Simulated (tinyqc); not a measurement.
# Worked calculation: thin film between two gates, subbands and threshold shift from confinement

Computed by the program tinyqc: `OMP_NUM_THREADS=1 python tinyqc.py 2350105 2350106 out.jsonl`, one thread of a shared Intel Xeon 2.30GHz, about 0.08 s for the whole run. Printed values are rounded.

Undoped body with a flat potential across it, hard walls, transport along x. Three valley pairs (g = 2 each) with the longitudinal mass along x, y or z. Non-parabolicity enters the subband edges through E (1 + al E) = gamma, so E = 2 gamma/(1 + sqrt(1 + 4 al gamma)); motion within a subband is taken as parabolic with the band-edge mass. Energies are counted from the bulk band edge.

Values chosen for this exercise; masses close to those of silicon: temperature T = 300 K; longitudinal mass ml = 0.91 m0; transverse mass mt = 0.188 m0; non-parabolicity al = 0.5 1/eV; film thickness (along z) t = 9.8 nm; widening of the box by penetration into the insulator dl = 0.3 nm.

Constants: q = 1.602176634e-19 C, kB = 1.380649e-23 J/K, hbar = 1.054571817e-34 J s, m0 = 9.1093837015e-31 kg, Vt = kB T/q, hbar^2/(2 m0) = 0.0380998212 eV nm^2. Results are converted to the units shown.

## Lowest subbands

gamma = C (pi k/(t + dl))^2/mz, C = hbar^2/(2 m0). List the 6 lowest, labelled by valley axis and quantum numbers, with degeneracy g and N_k: N_k = g sqrt(mx my) m0 kB T/(pi hbar^2).

| subband | E_k (eV) | g | N_k (cm^-2) |
|---|---|---|---|
| z1 | 0.00404261 | 2 | 4.06050e12 |
| z2 | 0.0160739 | 2 | 4.06050e12 |
| x1 | 0.0194189 | 2 | 8.93349e12 |
| y1 | 0.0194189 | 2 | 8.93349e12 |
| z3 | 0.0358156 | 2 | 4.06050e12 |
| z4 | 0.0628381 | 2 | 4.06050e12 |

## Threshold shift

Each subband has N_k = g sqrt(mx my) m0 kB T/(pi hbar^2); without degeneracy n = exp(EF/Vt) sum N_k exp(-E_k/Vt). Classical value Nc times t, Nc = sum over valleys of 2 g (m m0 kB T/(2 pi hbar^2))^1.5 with m = (mx my mz)^(1/3). Threshold shift dVT = Vt ln(classical value/sum N_k exp(-E_k/Vt)). Use the subbands listed.

| subband | shares (%) |
|---|---|
| z1 | 22.4677 |
| z2 | 14.1072 |
| x1 | 27.2702 |
| y1 | 27.2702 |
| z3 | 6.5735 |
| z4 | 2.3112 |

sum N_k exp(-E_k/Vt) = 1.54564e13 cm^-2
Nc = 2.70024e19 cm^-3
classical value = 2.64623e13 cm^-2
dVT = 13.9006 mV

With all subbands dVT = 12.10 mV. The lowest edge lies at 4.04 meV; dVT is larger than that, since sum N_k exp(-(E_k - E_1)/Vt) falls short of the classical value.
